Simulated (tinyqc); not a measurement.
Input admittance of a MOSFET at zero drain bias: distributed channel and distributed gate: one step of the calculation.

Source and drain grounded, strong inversion, w = 2 pi f, Cox = eps0 eox/tox. The channel is an RC line of resistance 1/(mu Cox Vo) per square fed from both ends, so one finger has the intrinsic admittance y = i w Cox L tanh(g)/g per width, g = (1/2) sqrt(i w tau), tau = L^2/(mu Vo). The vertical resistance rv/L is in series with y, the overlaps 2 i w Cov in parallel: y_t = 1/(1/y + rv/L) + 2 i w Cov. The gate strip is a line of Rsh/L per length loaded by y_t, so a finger has Y = y_t Wf tanh(k)/k, k = (Wf/sd) sqrt(y_t Rsh/L); the device has Nf Y.

Task. Input impedance of the device. k and Y as defined; Z = 1/(Nf Y) = R + 1/(i w C); Q = |Im Z|/R; signal at the point farthest from a contact |1/cosh k|.

Values chosen for this exercise; values of the order met in silicon radio-frequency transistors:
```
symbol,value,unit,meaning
L,0.53,um,channel length
Wf,19,um,finger width
Nf,64,,number of fingers
Rsh,14,ohm/square,sheet resistance of the gate
sd,2,,number of ends at which a finger is contacted
f,2.3,GHz,frequency
```

y_t = 2.905062+67.435127i uS/um

Give: k; Nf Y; R; C; Q; signal at the far point.

Result.

k = 0.28969+0.27748i
Nf Y = 7.864+81.346i mS
R = 1.1775 ohm
C = 5681.6 fF
Q = 10.344
signal at the far point = 0.99442

tinyqc, about 0.01 s, one thread, Intel Xeon 2.30GHz (shared host): `OMP_NUM_THREADS=1 python tinyqc.py 2262225 2262226 out.jsonl`
